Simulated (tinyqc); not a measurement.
Inside a calculation. Method: plane-wave Kohn-Sham cycle with exchange-only LDA in a layered model solid. One step of it, computed by the program tinyqc.

Task: Iteration 1: levels at that k. Diagonalise the Hermitian matrix.

H (hartree):
```
,-2,-1,+0,+1,+2
-2,-0.061595,-0.120000,-0.110000,0.000000,0.000000
-1,-0.120000,-0.251654,-0.120000,-0.110000,0.000000
+0,-0.110000,-0.120000,-0.303489,-0.120000,-0.110000
+1,0.000000,-0.110000,-0.120000,-0.217098,-0.120000
+2,0.000000,0.000000,-0.110000,-0.120000,0.007518
```

Give: eigenvalues.

Result:

eigenvalues (hartree): -0.5653  -0.2066  -0.1581  0.0239  0.0798
